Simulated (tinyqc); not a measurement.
On-chip interconnect, size-dependent resistivity and RC delay: one step of the calculation.

A rectangular line between two neighbours and two ground planes. Surface and grain-boundary scattering are added to the bulk resistivity as corrections; capacitances are parallel-plate values without fringing; inductance is ignored.

Task. Node voltages after a time step. A 1 V step is applied behind Rd at t = 0. C dv/dt = -G v + b, with G the conductance matrix of the ladder (1/Rs between neighbours, 1/Rd added at node 0) and b = (1 V/Rd, 0, ...). Trapezoidal step: (C/dt + G/2) v(new) = (C/dt - G/2) v + b.

Parameters, values chosen for the exercise:
```
symbol,value,unit,meaning
Rd,2400,ohm,driver resistance
dt,2000,ps,time step
```

Rs = 59473.650 ohm

| node | C (fF) | v at t = 0 (V) |
|---|---|---|
| 0 | 2.3534431 | 0 |
| 1 | 4.7068862 | 0 |
| 2 | 4.7068862 | 0 |
| 3 | 4.7068862 | 0 |
| 4 | 4.7068862 | 0 |
| 5 | 4.7068862 | 0 |
| 6 | 4.7068862 | 0 |
| 7 | 2.5534431 | 0 |

Wanted: v at t = 1 dt.

Result.

| node | v at t = 1 dt (V) |
|---|---|
| 0 | 1.957 |
| 1 | 1.161 |
| 2 | 0.690 |
| 3 | 0.413 |
| 4 | 0.251 |
| 5 | 0.160 |
| 6 | 0.113 |
| 7 | 0.098 |

Node 0 overshoots the 1 V source: the trapezoidal rule rings on modes much faster than dt.

Range of the model: The metal width is under the mean free path, where the thick-limit surface term and the simple sum of corrections lose accuracy.

tinyqc, about 0.01 s, one thread, Intel Xeon 2.30GHz (shared host): `OMP_NUM_THREADS=1 python tinyqc.py 2100119 2100120 out.jsonl`
